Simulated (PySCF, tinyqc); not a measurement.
Coupled-perturbed Hartree-Fock on RHF in the sto-6g basis, for H6, spin multiplicity 1, step by step. The lowest restricted solution is unstable here: a spin-polarised one lies 0.0033 hartree lower (PySCF). The polarisability along this axis is zero because the basis has no function that the field can mix in; the real value is not. Computed by tinyqc, a small Python program that keeps every step (integrals from PySCF). Settings: charge = 0, multiplicity = 1, basis = sto-6g, method = RHF, energy threshold = 1e-10, iteration cap = 66, orthogonalisation = canonical, start = atomic densities, DIIS depth = 6. Command: `OMP_NUM_THREADS=1 python tinyqc.py 24267 24268 out.jsonl` (the two numbers bound the seeds that draw the settings). One thread of a shared host (Intel(R) Xeon(R) Processor @ 2.60GHz), about 0.2 s of CPU time with the checks. The early iterations of the SCF are left out here.

## One-electron integrals

Geometry (angstrom):
```
atom        x        y        z
H     0.00000  0.00000  0.00000
H     0.00000  0.00000  1.12600
H     0.00000  0.00000  2.50800
H     0.00000  0.00000  3.63400
H     0.00000  0.00000  5.01500
H     0.00000  0.00000  6.14100
```

Basis sto-6g: exponents (1/bohr^2) and contraction coefficients of normalised primitives:
```
element  l (shell)  exponent  coefficient
H            s (1)  35.52322      0.00916
H            s (1)   6.51314      0.04936
H            s (1)   1.82214      0.16854
H            s (1)   0.62596      0.37056
H            s (1)   0.24308      0.41649
H            s (1)   0.10011      0.13033
```

Overlap, kinetic and nuclear-attraction integrals over the contracted functions; the nuclear repulsion is the sum of Za Zb / Rab.

nuclear repulsion = 3.7446841 hartree

overlap S, order 1H 1s, 2H 1s, 3H 1s, 4H 1s, 5H 1s, 6H 1s:
```
[[1.00000, 0.42588, 0.05156, 0.00667, 0.00038, 0.00003],
 [0.42588, 1.00000, 0.30339, 0.05156, 0.00405, 0.00038],
 [0.05156, 0.30339, 1.00000, 0.42588, 0.05164, 0.00668],
 [0.00667, 0.05156, 0.42588, 1.00000, 0.30381, 0.05164],
 [0.00038, 0.00405, 0.05164, 0.30381, 1.00000, 0.42588],
 [0.00003, 0.00038, 0.00668, 0.05164, 0.42588, 1.00000]]
```

kinetic energy T (hartree), order 1H 1s, 2H 1s, 3H 1s, 4H 1s, 5H 1s, 6H 1s:
```
[[0.76852, 0.07240, -0.00999, -0.00227, -0.00021, -0.00002],
 [0.07240, 0.76852, 0.02237, -0.00999, -0.00152, -0.00021],
 [-0.00999, 0.02237, 0.76852, 0.07240, -0.01000, -0.00227],
 [-0.00227, -0.00999, 0.07240, 0.76852, 0.02251, -0.01000],
 [-0.00021, -0.00152, -0.01000, 0.02251, 0.76852, 0.07240],
 [-0.00002, -0.00021, -0.00227, -0.01000, 0.07240, 0.76852]]
```

nuclear attraction V (hartree), order 1H 1s, 2H 1s, 3H 1s, 4H 1s, 5H 1s, 6H 1s:
```
[[-2.24908, -0.92771, -0.10589, -0.01335, -0.00073, -0.00005],
 [-0.92771, -2.53377, -0.68183, -0.11110, -0.00818, -0.00073],
 [-0.10589, -0.68183, -2.64891, -1.02813, -0.11131, -0.01338],
 [-0.01335, -0.11110, -1.02813, -2.64913, -0.68297, -0.10609],
 [-0.00073, -0.00818, -0.11131, -0.68297, -2.53412, -0.92780],
 [-0.00005, -0.00073, -0.01338, -0.10609, -0.92780, -2.24921]]
```

core Hamiltonian H = T + V (hartree), order 1H 1s, 2H 1s, 3H 1s, 4H 1s, 5H 1s, 6H 1s:
```
[[-1.48056, -0.85531, -0.11588, -0.01562, -0.00094, -0.00007],
 [-0.85531, -1.76525, -0.65945, -0.12109, -0.00970, -0.00094],
 [-0.11588, -0.65945, -1.88039, -0.95573, -0.12131, -0.01565],
 [-0.01562, -0.12109, -0.95573, -1.88061, -0.66046, -0.11609],
 [-0.00094, -0.00970, -0.12131, -0.66046, -1.76560, -0.85540],
 [-0.00007, -0.00094, -0.01565, -0.11609, -0.85540, -1.48068]]
```

## Two-electron integrals

Functions are numbered as in S; the eight-fold symmetry (ij|kl) = (ji|kl) = (kl|ij) leaves the list below.

Two-electron integrals (ij|kl) in chemists' order, unique and non-zero (hartree):
```
(11|11) 0.77500    (21|11) 0.25529    (21|21) 0.11250    (22|11) 0.43897
(22|21) 0.25529    (22|22) 0.77500    (31|11) 0.02105    (31|21) 0.01044
(31|22) 0.02795    (31|31) 0.00122    (32|11) 0.08960    (32|21) 0.05217
(32|22) 0.16828    (32|31) 0.00751    (32|32) 0.05365    (33|11) 0.21088
(33|21) 0.11692    (33|22) 0.37172    (33|31) 0.02105    (33|32) 0.16828
(33|33) 0.77500    (41|11) 0.00213    (41|21) 0.00108    (41|22) 0.00297
(41|31) 0.00014    (41|32) 0.00090    (41|33) 0.00297    (41|41) 1.71e-05
(42|11) 0.01208    (42|21) 0.00675    (42|22) 0.02105    (42|31) 0.00103
(42|32) 0.00751    (42|33) 0.02795    (42|41) 0.00014    (42|42) 0.00122
(43|11) 0.07388    (43|21) 0.03900    (43|22) 0.11692    (43|31) 0.00675
(43|32) 0.05217    (43|33) 0.25529    (43|41) 0.00108    (43|42) 0.01044
(43|43) 0.11250    (44|11) 0.14562    (44|21) 0.07388    (44|22) 0.21088
(44|31) 0.01208    (44|32) 0.08960    (44|33) 0.43897    (44|41) 0.00213
(44|42) 0.02105    (44|43) 0.25529    (44|44) 0.77500    (51|11) 0.00009
(51|21) 4.71e-05   (51|22) 0.00014    (51|31) 6.63e-06   (51|32) 4.54e-05
(51|33) 0.00016    (51|41) 8.87e-07   (51|42) 7.59e-06   (51|43) 0.00007
(51|44) 0.00014    (51|51) 4.99e-08   (52|11) 0.00075    (52|21) 0.00041
(52|22) 0.00123    (52|31) 0.00006    (52|32) 0.00046    (52|33) 0.00179
(52|41) 9.01e-06   (52|42) 0.00008    (52|43) 0.00076    (52|44) 0.00179
(52|51) 5.40e-07   (52|52) 6.16e-06   (53|11) 0.00743    (53|21) 0.00378
(53|22) 0.01085    (53|31) 0.00061    (53|32) 0.00454    (53|33) 0.02109
(53|41) 0.00010    (53|42) 0.00095    (53|43) 0.01046    (53|44) 0.02801
(53|51) 6.64e-06   (53|52) 0.00008    (53|53) 0.00123    (54|11) 0.03737
(54|21) 0.01841    (54|22) 0.05074    (54|31) 0.00283    (54|32) 0.02002
(54|33) 0.08975    (54|41) 0.00047    (54|42) 0.00454    (54|43) 0.05226
(54|44) 0.16856    (54|51) 3.49e-05   (54|52) 0.00046    (54|53) 0.00753
(54|54) 0.05382    (55|11) 0.10552    (55|21) 0.05078    (55|22) 0.13607
(55|31) 0.00742    (55|32) 0.05067    (55|33) 0.21097    (55|41) 0.00118
(55|42) 0.01084    (55|43) 0.11698    (55|44) 0.37196    (55|51) 0.00009
(55|52) 0.00123    (55|53) 0.02109    (55|54) 0.16856    (55|55) 0.77500
(61|11) 5.01e-06   (61|21) 2.63e-06   (61|22) 7.67e-06   (61|31) 4.00e-07
(61|32) 2.85e-06   (61|33) 1.13e-05   (61|41) 5.76e-08   (61|42) 5.16e-07
(61|43) 4.83e-06   (61|44) 1.13e-05   (61|52) 3.92e-08   (61|53) 5.17e-07
(61|54) 2.85e-06   (61|55) 7.67e-06   (62|11) 0.00006    (62|21) 3.06e-05
(62|22) 0.00009    (62|31) 4.80e-06   (62|32) 3.48e-05   (62|33) 0.00014
(62|41) 7.21e-07   (62|42) 6.63e-06   (62|43) 0.00007    (62|44) 0.00016
(62|51) 4.56e-08   (62|52) 5.40e-07   (62|53) 7.60e-06   (62|54) 4.55e-05
(62|55) 0.00014    (62|62) 4.99e-08   (63|11) 0.00085    (63|21) 0.00042
(63|22) 0.00118    (63|31) 0.00007    (63|32) 0.00047    (63|33) 0.00213
(63|41) 1.06e-05   (63|42) 0.00010    (63|43) 0.00108    (63|44) 0.00297
(63|51) 7.22e-07   (63|52) 9.02e-06   (63|53) 0.00014    (63|54) 0.00090
(63|55) 0.00297    (63|61) 5.77e-08   (63|62) 8.89e-07   (63|63) 1.72e-05
(64|11) 0.00567    (64|21) 0.00275    (64|22) 0.00743    (64|31) 0.00041
(64|32) 0.00283    (64|33) 0.01211    (64|41) 0.00007    (64|42) 0.00061
(64|43) 0.00676    (64|44) 0.02109    (64|51) 4.81e-06   (64|52) 0.00006
(64|53) 0.00103    (64|54) 0.00753    (64|55) 0.02801    (64|61) 4.01e-07
(64|62) 6.64e-06   (64|63) 0.00014    (64|64) 0.00123    (65|11) 0.04049
(65|21) 0.01924    (65|22) 0.05078    (65|31) 0.00274    (65|32) 0.01839
(65|33) 0.07390    (65|41) 0.00042    (65|42) 0.00378    (65|43) 0.03902
(65|44) 0.11698    (65|51) 3.06e-05   (65|52) 0.00041    (65|53) 0.00676
(65|54) 0.05226    (65|55) 0.25529    (65|61) 2.63e-06   (65|62) 4.71e-05
(65|63) 0.00108    (65|64) 0.01046    (65|65) 0.11250    (66|11) 0.08617
(66|21) 0.04049    (66|22) 0.10552    (66|31) 0.00566    (66|32) 0.03732
(66|33) 0.14566    (66|41) 0.00084    (66|42) 0.00742    (66|43) 0.07390
(66|44) 0.21097    (66|51) 0.00006    (66|52) 0.00075    (66|53) 0.01211
(66|54) 0.08975    (66|55) 0.43897    (66|61) 5.01e-06   (66|62) 0.00009
(66|63) 0.00213    (66|64) 0.02109    (66|65) 0.25529    (66|66) 0.77500
```

## Orthogonalisation

S = U s U^T; canonical form X = U s^(-1/2), so that X^T S X = 1. Each column of U has its largest component positive (the first on a tie).

eigenvalues of S: [0.40338, 0.52169, 0.69301, 1.16898, 1.47364, 1.73930]

X, order 1H 1s, 2H 1s, 3H 1s, 4H 1s, 5H 1s, 6H 1s:
```
[[-0.38763, -0.61447, -0.56336, 0.44168, 0.38593, 0.20757],
 [0.63105, 0.72295, 0.35047, 0.23274, 0.41531, 0.30714],
 [-0.83006, -0.24470, 0.53022, -0.42234, 0.13565, 0.38691],
 [0.83084, -0.24370, -0.52999, -0.42202, -0.13538, 0.38715],
 [-0.63265, 0.72180, -0.35067, 0.23297, -0.41466, 0.30771],
 [0.38859, -0.61348, 0.56372, 0.44209, -0.38534, 0.20797]]
```

## Iteration 9 (converged): orbitals

converged F (hartree), order 1H 1s, 2H 1s, 3H 1s, 4H 1s, 5H 1s, 6H 1s:
```
[[-0.21437, -0.42733, -0.07379, 0.00569, 0.00139, -0.00389],
 [-0.42733, -0.25321, -0.23926, -0.07293, -0.00521, 0.00139],
 [-0.07379, -0.23926, -0.25462, -0.42645, -0.07305, 0.00570],
 [0.00569, -0.07293, -0.42645, -0.25474, -0.23962, -0.07392],
 [0.00139, -0.00521, -0.07305, -0.23962, -0.25333, -0.42732],
 [-0.00389, 0.00139, 0.00570, -0.07392, -0.42732, -0.21437]]
```

Diagonalise F' = X^T F X, C = X C', fill 3 alpha and 3 beta electrons from the bottom; D = 2 C_occ C_occ^T. Each column has its largest component positive (the first on a tie).

F' = X^T F X (hartree):
```
[[0.64277, 0.00005, 0.01245, 0.00011, -0.03103, 0.00000],
 [0.00005, 0.41968, 0.00002, -0.05364, -0.00001, 0.01409],
 [0.01245, 0.00002, 0.21199, 0.00000, 0.01916, 0.00000],
 [0.00011, -0.05364, 0.00000, -0.35766, 0.00000, 0.00200],
 [-0.03103, -0.00001, 0.01916, 0.00000, -0.47024, 0.00001],
 [0.00000, 0.01409, 0.00000, 0.00200, 0.00001, -0.55120]]
```

orbital energies (hartree): [-0.55145, -0.47166, -0.36130, 0.21222, 0.42357, 0.64396]

coefficients C, order 1H 1s, 2H 1s, 3H 1s, 4H 1s, 5H 1s, 6H 1s:
```
[[0.21044, 0.39081, -0.40193, -0.54119, -0.64021, -0.41350],
 [0.29255, 0.42280, -0.28620, 0.34540, 0.70954, 0.62904],
 [0.39669, 0.09712, 0.43189, 0.55602, -0.20948, -0.81861],
 [0.39695, -0.09673, 0.43169, -0.55576, -0.20888, 0.81921],
 [0.29327, -0.42207, -0.28651, -0.34565, 0.70857, -0.63034],
 [0.21095, -0.39014, -0.40235, 0.54164, -0.63931, 0.41432]]
```

D after iteration 9, order 1H 1s, 2H 1s, 3H 1s, 4H 1s, 5H 1s, 6H 1s:
```
[[0.71714, 0.68367, -0.10431, -0.25556, 0.02385, 0.10728],
 [0.68367, 0.69252, 0.06702, -0.09664, -0.02131, 0.02384],
 [-0.10431, 0.06702, 0.70665, 0.66903, -0.09679, -0.25595],
 [-0.25556, -0.09664, 0.66903, 0.70656, 0.06711, -0.10443],
 [0.02385, -0.02131, -0.09679, 0.06711, 0.69249, 0.68362],
 [0.10728, 0.02384, -0.25595, -0.10443, 0.68362, 0.71719]]
```

## Convergence

Stop when the energy changes by less than 1e-10 hartree and every element of the error matrix X^T (F D S - S D F) X is below 3e-06.

Course of the cycle:
```
iteration  E (hartree)     change  largest element of the error matrix
1           -2.1551888          -                             1.85e-02
2           -3.0878935  -9.33e-01                             6.59e-02
3           -3.0864994   1.39e-03                             7.35e-02
4           -3.0937778  -7.28e-03                             2.27e-02
5           -3.0944683  -6.91e-04                             8.03e-03
6           -3.0945694  -1.01e-04                             6.38e-04
7           -3.0945700  -6.56e-07                             1.42e-05
8           -3.0945700  -2.96e-10                             4.02e-08
9           -3.0945700   1.78e-15                             4.34e-09
```

PySCF RHF in the same basis = -3.0945700 hartree

Converged in 9 iterations.

## Integrals over molecular orbitals

(pq|rs) = sum C_ip C_jq C_kr C_ls (ij|kl), one index at a time.

one-electron integrals over orbitals h = C^T H C (hartree):
```
[[-1.94789, 0.00004, -0.12018, 0.00021, -0.06769, 0.00004],
 [0.00004, -1.76267, -0.00012, -0.14805, -0.00014, -0.05084],
 [-0.12018, -0.00012, -1.74428, -0.00010, 0.12457, -0.00014],
 [0.00021, -0.14805, -0.00010, -1.51251, 0.00012, 0.12627],
 [-0.06769, -0.00014, 0.12457, 0.00012, -1.29847, 0.00003],
 [0.00004, -0.05084, -0.00014, 0.12627, 0.00003, -1.27398]]
```

Two-electron integrals over orbitals (pq|rs), unique and non-zero (hartree):
```
(11|11) 0.37208     (21|11) -0.00021    (21|21) 0.12335     (22|11) 0.29265
(22|21) 0.00027     (22|22) 0.34983     (31|11) 0.07484     (31|21) 0.00018
(31|22) -0.05354    (31|31) 0.12154     (32|11) 0.00024     (32|21) -0.11422
(32|22) -0.00033    (32|31) -0.00007    (32|32) 0.13159     (33|11) 0.34197
(33|21) -0.00008    (33|22) 0.30541     (33|31) 0.03821     (33|32) 0.00014
(33|33) 0.34135     (41|11) -0.00015    (41|21) 0.03737     (41|22) 3.72e-05
(41|31) -2.08e-05   (41|32) 0.00831     (41|33) 1.58e-05    (41|41) 0.08427
(42|11) 0.05505     (42|21) 2.81e-05    (42|22) -0.00344    (42|31) 0.04949
(42|32) 4.51e-05    (42|33) 0.01045     (42|41) -2.56e-05   (42|42) 0.07363
(43|11) -0.00005    (43|21) 0.06115     (43|22) 0.00013     (43|31) 0.00014
(43|32) -0.05787    (43|33) -2.65e-05   (43|41) 0.01672     (43|42) 0.00006
(43|43) 0.08355     (44|11) 0.34278     (44|21) -0.00007    (44|22) 0.30532
(44|31) 0.03720     (44|32) 0.00011     (44|33) 0.33499     (44|41) -4.13e-06
(44|42) 0.01688     (44|43) -1.69e-05   (44|44) 0.34630     (51|11) 0.00904
(51|21) -3.80e-05   (51|22) 0.02723     (51|31) -0.02268    (51|32) -8.50e-06
(51|33) -0.01166    (51|41) -0.00010    (51|42) 0.04062     (51|43) 1.23e-05
(51|44) -0.00586    (51|51) 0.05095     (52|11) -1.17e-05   (52|21) 0.02439
(52|22) 0.00008     (52|31) 5.03e-07    (52|32) 0.00592     (52|33) 8.29e-06
(52|41) 0.05686     (52|42) 0.00015     (52|43) -0.04344    (52|44) 8.90e-06
(52|51) 0.00007     (52|52) 0.09489     (53|11) -0.06023    (53|21) -2.83e-05
(53|22) -0.00060    (53|31) -0.05191    (53|32) -3.69e-05   (53|33) -0.01968
(53|41) 3.59e-05    (53|42) -0.07144    (53|43) -0.00008    (53|44) -0.01661
(53|51) -0.03760    (53|52) -0.00013    (53|53) 0.07530     (54|11) -0.00025
(54|21) 0.11437     (54|22) 0.00032     (54|31) 0.00007     (54|32) -0.12727
(54|33) -0.00014    (54|41) -0.00286    (54|42) -3.88e-05   (54|43) 0.05934
(54|44) -0.00012    (54|51) 6.88e-06    (54|52) -0.00523    (54|53) 3.51e-05
(54|54) 0.13454     (55|11) 0.30314     (55|21) 0.00022     (55|22) 0.35407
(55|31) -0.04751    (55|32) -0.00027    (55|33) 0.31438     (55|41) 2.84e-05
(55|42) -0.00084    (55|43) 0.00010     (55|44) 0.32051     (55|51) 0.02728
(55|52) 0.00007     (55|53) -0.00160    (55|54) 0.00027     (55|55) 0.37303
(61|11) 1.54e-05    (61|21) -0.00153    (61|22) -4.00e-05   (61|31) 0.00007
(61|32) -0.01583    (61|33) 1.11e-06    (61|41) -0.03012    (61|42) -0.00006
(61|43) -0.05597    (61|44) 5.64e-06    (61|51) -0.00007    (61|52) 0.03677
(61|53) 0.00006     (61|54) 0.01385     (61|55) -4.38e-05   (61|61) 0.07134
(62|11) 0.01279     (62|21) -2.72e-05   (62|22) 0.03041     (62|31) -0.02110
(62|32) -1.12e-05   (62|33) -0.00460    (62|41) -0.00008    (62|42) 0.03878
(62|43) 1.89e-06    (62|44) -0.00666    (62|51) 0.04879     (62|52) 0.00010
(62|53) -0.04069    (62|54) 9.36e-06    (62|55) 0.02979     (62|61) -0.00006
(62|62) 0.05073     (63|11) 0.00014     (63|21) -0.03985    (63|22) -4.00e-05
(63|31) 7.15e-06    (63|32) -0.00253    (63|33) -3.96e-06   (63|41) -0.08211
(63|42) 1.48e-05    (63|43) -0.01779    (63|44) -6.17e-06   (63|51) 0.00009
(63|52) -0.05790    (63|53) -3.18e-05   (63|54) 0.00379     (63|55) -3.07e-05
(63|61) 0.02932     (63|62) 0.00008     (63|63) 0.08632     (64|11) -0.07698
(64|21) -0.00015    (64|22) 0.04873     (64|31) -0.11887    (64|32) 3.52e-05
(64|33) -0.03945    (64|41) 2.43e-05    (64|42) -0.05196    (64|43) -0.00013
(64|44) -0.04078    (64|51) 0.02040     (64|52) -1.58e-06   (64|53) 0.05363
(64|54) -4.39e-05   (64|55) 0.05083     (64|61) -0.00006    (64|62) 0.02034
(64|63) -1.35e-05   (64|64) 0.12721     (65|11) -0.00022    (65|21) 0.12708
(65|22) 0.00029     (65|31) 0.00017     (65|32) -0.11898    (65|33) -0.00009
(65|41) 0.03862     (65|42) 2.64e-05    (65|43) 0.06510     (65|44) -0.00007
(65|51) -3.75e-05   (65|52) 0.02515     (65|53) -2.75e-05   (65|54) 0.12337
(65|55) 0.00024     (65|61) -0.00231    (65|62) -2.69e-05   (65|63) -0.04316
(65|64) -0.00015    (65|65) 0.14064     (66|11) 0.39164     (66|21) -0.00018
(66|22) 0.30952     (66|31) 0.07834     (66|32) 0.00023     (66|33) 0.36199
(66|41) -0.00014    (66|42) 0.05942     (66|43) -3.67e-05   (66|44) 0.36826
(66|51) 0.01058     (66|52) -1.24e-06   (66|53) -0.06558    (66|54) -0.00023
(66|55) 0.32742     (66|61) 1.47e-05    (66|62) 0.01467     (66|63) 0.00014
(66|64) -0.08503    (66|65) -0.00020    (66|66) 0.42934
```

## Response to a field: uncoupled start

dipole integrals <a|y|i> (bohr), order a4, a5, a6:
```
[[0.00000, 0.00000, 0.00000],
 [0.00000, 0.00000, 0.00000],
 [0.00000, 0.00000, 0.00000]]
```

Field along y; U_ai = -mu_ai / (e_a - e_i), alpha = -4 sum U_ai mu_ai.

uncoupled U, order a4, a5, a6:
```
[[0.00000, 0.00000, 0.00000],
 [0.00000, 0.00000, 0.00000],
 [0.00000, 0.00000, 0.00000]]
```

uncoupled polarisability = 0.00000 bohr^3

## Coupled step 1

U_ai = -(mu_ai + sum_bj [4 (ai|bj) - (ab|ij) - (aj|bi)] U_bj) / (e_a - e_i); alpha = -4 sum U_ai mu_ai.

U after step 1, order a4, a5, a6:
```
[[0.00000, 0.00000, 0.00000],
 [0.00000, 0.00000, 0.00000],
 [0.00000, 0.00000, 0.00000]]
```

polarisability = 0.00000 bohr^3

## Coupled polarisability

Repeat until U stops changing; compare with -d2E/dF2.

Course of the coupled iterations:
```
step  alpha (bohr^3)
0            0.00000
1            0.00000
```

coupled polarisability = 0.00000 bohr^3

finite-field check, fields of +/-0.001 au = 5.33e-09 bohr^3
